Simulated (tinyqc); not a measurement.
Worked calculation: model-solid line-up of a strained alloy layer on a substrate. Values are carried at full precision from step to step, so a last printed digit may differ when a step is redone from the rounded ones.

All values of the alloy are linear in x but the gap, Eg(x) = (1 - x) Eg_A + x Eg_B - C x (1 - x), and the valence edge, Ev(x) = (1 - x) Ev_A + x Ev_B + fv C x (1 - x); Ec = Ev + Eg. Ev is the top of the unstrained valence band on a scale common to all materials. In the layer only the Gamma valley of the conduction band is followed, also where an X or L valley would lie lower.

Parameters, chosen for this exercise (A near GaAs, B near GaP, substrate near GaP; the results hold for these values, not for the real material): a = (5.655, 5.446) angstrom (lattice constant of A, B); Eg = (1.537, 2.868) eV (gap at Gamma to the s-like level of A, B); Dso = (0.345, 0.08) eV (spin-orbit splitting of A, B); Ev = (-0.8, -1.26) eV (top of the unstrained valence band of A, B); ac = (-7.11, -8.23) eV (conduction deformation potential of A, B); av = (1.15, 1.71) eV (valence hydrostatic potential of A, B); b = (-2.01, -1.6) eV (tetragonal shear potential of A, B); d = (-4.85, -4.64) eV (trigonal shear potential of A, B); C11 = (120.7, 138.5) GPa (of A, B); C12 = (56.8, 62.7) GPa (of A, B); C44 = (59.8, 71.1) GPa (of A, B); C = 0.221 eV (bowing of the gap); fv = 0 (share of the bowing taken by the valence edge); x = 0.67 (fraction of B); a_s = 5.446 angstrom (substrate); face = 111 (growth face); Eg_s = 2.355 eV (lowest gap of the substrate); Ev_s = -1.26 eV (substrate valence edge); e14 = -0.127 C/m^2 (piezoelectric constant of the layer); eps = 12.6 (dielectric constant); Lw = 4 nm (thickness of the layer).

## Values of the alloy

Interpolate.

Alloy at x (a in angstrom, C11, C12, C44 in GPa, all else in eV):
```
symbol     value
a         5.5150
Eg        2.3799
Dso       0.1674
Ev       -1.1082
ac       -7.8604
av        1.5252
b        -1.7353
d        -4.7093
C11     132.6260
C12      60.7530
C44      67.3710
```

## Strain on the (111) substrate

Coherent growth on a (111) face: e_par = (a_s - a)/a, e_perp = -(2 C11 + 4 C12 - 4 C44)/(C11 + 2 C12 + 4 C44) e_par; exx = eyy = ezz = (2 e_par + e_perp)/3 and exy = eyz = ezx = (e_perp - e_par)/3.

Use the values of the alloy.

e_par = -0.012506
e_perp = 0.005703

strain tensor in the cubic axes:
```
           x          y          z
x  -0.006436   0.006070   0.006070
y   0.006070  -0.006436   0.006070
z   0.006070   0.006070  -0.006436
```

The layer is under compression in the plane; its volume changes by -1.931 %.

## Strained band edges

Strained edges: Ec + ac tr(e); the valence edges are Ev plus the levels of the 6 x 6 matrix of X, Y, Z times spin with -Dso/3 + l exx + m (eyy + ezz) on the diagonal (cyclic), n exy off it, l = av + 2 b, m = av - b, n = sqrt(3) d. Spin-orbit term (Dso/3) L.sigma on X, Y, Z with (L_k)_ij = -i epsilon_kij: <X+|H|Y+> = -i Dso/3, <X+|H|Z-> = Dso/3, <Y+|H|Z-> = -i Dso/3, <Z+|H|X-> = -Dso/3, <Z+|H|Y-> = i Dso/3, <X-|H|Y-> = i Dso/3, and their conjugates; + and - are the spin along z.

Give the hydrostatic shifts, the strain block and the edges.

ac tr(e), av tr(e) (eV): 0.1518  -0.0294

strain block (eV):
```
         X        Y        Z
X  -0.0294  -0.0495  -0.0495
Y  -0.0495  -0.0294  -0.0495
Z  -0.0495  -0.0495  -0.0294
```

Ec and the three valence edges from the top (eV): 1.4235  -1.0881  -1.1546  -1.3377

strained gap = 2.5116 eV

Strain moves the gap by +132 meV: +181 meV from the volume and -50 meV from the splitting of the valence edge, which always raises the top.

## Offsets against the substrate material

dEc = Ec(substrate) - Ec(layer), dEv = Ev(layer) - Ev(substrate); positive values confine the carrier in the layer. Type I: both of one sign; type II: opposite signs; type III: the gaps do not overlap.

Give also the smallest gap across the interface, min Ec - max Ev.

dEc = -0.3285 eV
dEv = 0.1719 eV

type: II

smallest gap = 2.1831 eV

Electrons collect in the substrate material and holes in the layer. Where the alloy is indirect its X or L edge, left out, lies lower and changes dEc.

## Piezoelectric polarisation

P_x = 2 e14 eyz and cyclic. The field along the normal n of the (111) face is -P.n/(eps eps0) in a layer between thick unstrained barriers, eps0 = 8.8541878e-12 F/m; 1 kV/cm = 1e5 V/m.

P (C/m^2): -0.001542  -0.001542  -0.001542

P.n = -0.002670 C/m^2
field along n = 239.4 kV/cm
potential drop across the layer = 95.7 mV

The drop of 96 meV tilts both band edges, pulls electrons and holes to opposite faces and lowers the transition; a (001) layer has no shear and no such field.

(tinyqc, `OMP_NUM_THREADS=1 python tinyqc.py 1050001 1050002 out.jsonl`, Intel(R) Xeon(R) Processor @ 2.30GHz, 1 thread, shared host, about 0.01 s.)
